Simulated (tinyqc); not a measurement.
Classical Heisenberg spin chain: exact results, Metropolis, heat-bath and over-relaxation steps, and a Monte Carlo run: one step, computed by the program tinyqc. Command: `OMP_NUM_THREADS=1 python tinyqc.py 3130198 3130199 out.jsonl heismc walk`. One thread of a shared host (Intel(R) Xeon(R) Processor @ 2.30GHz), about 0.3 s of CPU time with the checks.

E = -J sum_i s_i . s_(i+1) for unit vectors s_i on an open chain; K = J/(k_B T).

Problem. Four single-spin steps. The given spins are first normalised. Spins 2 and 3 are updated in turn, with h = K (sum of the two neighbours). Trial spin with z = 2 r1 - 1 and azimuth 2 pi r2; it is accepted if r3 < min(1, exp(h . s_trial - h . s_old)).

Inputs (values chosen for the exercise, for a model chain of large moments): temperature T = 298 K.

Update: Metropolis.

four neighbouring spins (rows; components x, y, z):
```
         1        2        3
1   0.8490   0.3748   0.3724
2   0.0192  -0.3768  -0.9261
3  -0.9349   0.3365   0.1126
4   0.8189   0.5433  -0.1849
```

random numbers, one row a step:
```
        1       2       3
1  0.9224  0.2010  0.3380
2  0.0002  0.2217  0.3042
3  0.6963  0.1417  0.8619
4  0.0846  0.5125  0.6562
```

K = 1.129299

Give: the table «Steps» with the columns |h|, h . s before, h . s trial, acceptance, accepted, x, y, z.

Solution.

Steps:

| spin | \|h\| | h . s before | h . s trial | acceptance | accepted | x | y | z |
|---|---|---|---|---|---|---|---|---|
| 2 | 0.977 | -0.8118 | 0.857 | 1.000 | yes | 0.1621 | 0.5099 | 0.8448 |
| 3 | 1.788 | -0.5517 | -0.706 | 0.857 | yes | 0.0050 | 0.0278 | -0.9996 |
| 2 | 1.280 | -0.2101 | 0.605 | 1.000 | yes | 0.5786 | 0.7149 | 0.3926 |
| 3 | 2.137 | -0.1870 | -1.133 | 0.388 | no | 0.0050 | 0.0278 | -0.9996 |
